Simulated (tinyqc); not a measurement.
Worked calculation: G0W0 on RHF in the sto-3g basis, for H2, spin multiplicity 1. One step of it, computed by the program tinyqc.

Problem. Integrals over molecular orbitals. (pq|rs) = sum C_ip C_jq C_kr C_ls (ij|kl), one index at a time.

coefficients C:
```
,MO1,MO2
1H 1s,0.545515,1.250363
2H 1s,0.545515,-1.250363
```

core Hamiltonian H = T + V (hartree):
```
,1H 1s,2H 1s
1H 1s,-1.141519,-0.996130
2H 1s,-0.996130,-1.141519
```

Two-electron integrals (ij|kl) in chemists' order, unique and non-zero (hartree):
```
i,j,k,l,(ij|kl)
1,1,1,1,0.774606
2,1,1,1,0.462402
2,1,2,1,0.318595
2,2,1,1,0.581706
2,2,2,1,0.462402
2,2,2,2,0.774606
```

Give: one-electron integrals over orbitals h = C^T H C; Two-electron integrals over orbitals.

Solution.

one-electron integrals over orbitals h = C^T H C (hartree):
```
,1,2
1,-1.2723,0.0000
2,0.0000,-0.4546
```

Two-electron integrals over orbitals (pq|rs), unique and non-zero (hartree):
```
p,q,r,s,(pq|rs)
1,1,1,1,0.6807
2,1,2,1,0.1795
2,2,1,1,0.6691
2,2,2,2,0.7034
```
